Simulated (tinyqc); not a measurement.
Raising U: Hubbard chain of 2 sites, mean field against exact. Computed by the program tinyqc. Collinear unrestricted mean field (the lowest of 40 random starts) against exact diagonalisation.

one-body matrix (hopping and site energies) (eV):
```
,1,2
1,-0.5100,-0.5200
2,-0.5200,0.4500
```

electrons, up and down: 1  1

Exact and mean-field results (eV):
```
U,U/t,E exact,E mean field,mean |n_up - n_down|,"double occupancy, exact",first gap in the sector
0.260,0.500,-1.29370,-1.29132,0.000,0.333,1.234
0.520,1.000,-1.13020,-1.11795,0.000,0.295,1.070
1.040,2.000,-0.86436,-0.79566,0.000,0.216,0.804
1.560,3.000,-0.67683,-0.51558,0.529,0.148,0.617
2.080,4.000,-0.54928,-0.37100,0.793,0.101,0.489
3.120,6.000,-0.39881,-0.24932,0.927,0.051,0.339
4.160,8.000,-0.31701,-0.19684,0.963,0.030,0.257
6.240,12.000,-0.23254,-0.14871,0.985,0.014,0.173
10.400,20.000,-0.16384,-0.11244,0.995,4.98e-03,0.104
```

What does the comparison show, and why?

In absolute terms mean field is worst at U/t = 4.0, 0.178 eV too high: at small U it is nearly exact, and at large U it misses only exchange-scale energies. Its local moments set in at U/t = 3.0 of those listed, a broken symmetry that the exact state of a finite cluster with equal spins does not have. Relative to the exact energy its error is 0.2 % at the smallest U, 38 % at most and 31 % at the largest. The double occupancy falls from 0.333 to 0.005.
